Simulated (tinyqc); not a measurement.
# ESD clamp with bipolar snapback, compact model and design window: several studies

The drain junction multiplies the current that enters it: Igen = (M - 1)(Ic + I0), M = 1/(1 - (Vj/BV)^n). The generated holes leave through the substrate resistance and the base of the parasitic npn: Igen = Vb/Rb + Ic/be, Ic = Is exp(Vb/Vt). Terminal current I = Ic + I0 + Igen and voltage V = Vj + I Ro, per width. Isothermal, constant gain.

Values chosen for this exercise; values close to those of grounded-gate n-channel clamps: temperature T = 300 K; junction breakdown voltage BV = 11.4 V; exponent of the multiplication n = 3.2; current gain of the parasitic npn be = 2.8; saturation current Is = 7.6e-18 A/um; junction leakage I0 = 5.9e-12 A/um; substrate resistance Rb = 5800 ohm um; drain ballast and contact resistance Ro = 220 ohm um; failure current for 100 ns It2 = 11.4 mA/um.

Constants: q = 1.602176634e-19 C, kB = 1.380649e-23 J/K, Vt = kB T/q. Results are converted to the units shown.

Each table varies one quantity; the others keep the values above.

## Failure current against pulse length

Power to failure goes as 1/t for pulses shorter than ta = 6.7 ns (adiabatic) and as 1/sqrt(t) beyond: Pf = P100 sqrt(100 ns/t) for t > ta and Pf(ta) ta/t below, with P100 = Vt2 It2 at 100 ns. The failure current solves V I = Pf on the curve (I(Vb), V(Vb)). For given Vb: Ic, Igen, M = 1 + Igen/(Ic + I0), Vj = BV (1 - 1/M)^(1/n), I and V. Vt1 is the maximum of V along the curve, Vh the following minimum, Vt2 the voltage at I = It2.

Failure current against pulse length:
```
t (ns)  Pf (mW/um)  failure current (mA/um)  V at failure (V)  energy (nJ/um)
1             2982                    100.6             29.65           2.982
2             1491                    66.98             22.26           2.982
5            596.5                    37.68             15.83           2.982
10           364.4                    27.01             13.49           3.644
20           257.6                    21.11             12.20           5.153
50           162.9                    14.98             10.88           8.147
100          115.2                    11.40             10.11           11.52
200          81.47                    8.566             9.511           16.29
500          51.53                    5.759             8.947           25.76
```

Read the table: what changes, and by how much?

The failure current falls from 101 to 5.76 mA/um, as t^(-0.59) at the start and t^(-0.43) at the end, more slowly than the power since V rises with I. The voltage at failure falls from 29.7 to 8.95 V.

## Effect of the current gain of the parasitic npn

Same model as above.

It1 and Ih are the currents at Vt1 and Vh.

Result of one run:
```
be  Vt1 (V)  It1 (uA/um)  Vh (V)  Ih (uA/um)  Vt2 (V)  Vt2 - Vt1 (V)
1     11.42        98.35   9.769        1291    11.73         0.3054
```

What becomes of these results when the current gain of the parasitic npn be is changed from 1 to 40, all else the same?

Result of the changed run:
```
be  Vt1 (V)  It1 (uA/um)  Vh (V)  Ih (uA/um)  Vt2 (V)  Vt2 - Vt1 (V)
40    11.42        98.29   5.641        3963    6.601         -4.820
```

The whole series:
```
be   Vt1 (V)  It1 (uA/um)  Vh (V)  Ih (uA/um)  Vt2 (V)  Vt2 - Vt1 (V)
1      11.42        98.35   9.769        1291    11.73         0.3054
1.7    11.42        98.33   9.092        1598    10.93        -0.4952
2.9    11.42        98.31   8.352        1947    10.05         -1.372
4.9    11.42        98.30   7.636        2324    9.188         -2.233
8.2    11.42        98.30   6.995        2721    8.398         -3.023
14     11.42        98.30   6.428        3150    7.673         -3.747
24     11.42        98.30   5.971        3580    7.063         -4.358
40     11.42        98.29   5.641        3963    6.601         -4.820
```

As be goes from 1 to 40, Vt1 stays near 11.4 V, It1 stays near 98.3 uA/um, Vh falls from 9.77 to 5.64 V and Vt2 falls from 11.7 to 6.60 V. Vt2 exceeds Vt1, the condition for all fingers to turn on, in 1 of the 8 rows. A higher gain needs less multiplication to hold, so Vh falls.

## Effect of the substrate resistance

Same model as above.

Effect of the substrate resistance:
```
Rb (ohm um)  Vt1 (V)  It1 (uA/um)  Vh (V)  Ih (uA/um)  Vt2 (V)  Vt2 - Vt1 (V)
580            11.65         1207   10.18        5370    10.81        -0.8437
1200           11.52        547.8   9.412        3949    10.42         -1.091
2700           11.45        226.7   8.802        2747    10.21         -1.242
5800           11.42        98.31   8.401        1923    10.11         -1.313
12000          11.41        44.22   8.133        1357    10.06         -1.347
27000          11.40        18.02   7.927       913.7    10.04         -1.365
58000          11.40        7.668   7.794       626.0    10.03         -1.373
```

What does the table show?

As Rb goes from 580 to 58000 ohm um, Vt1 falls from 11.7 to 11.4 V, It1 falls from 1210 to 7.67 uA/um, Vh falls from 10.2 to 7.79 V and Vt2 falls from 10.8 to 10.0 V. Vt2 exceeds Vt1, the condition for all fingers to turn on, in 0 of the 7 rows. It1 goes as Rb^(-1.10); the product It1 Rb, close to the base voltage at the trigger, goes from 0.700 to 0.445 V.

Program tinyqc, `OMP_NUM_THREADS=1 python tinyqc.py 2670019 2670020 out.jsonl`; Intel Xeon 2.30GHz, shared host, one thread, about 0.01 s.
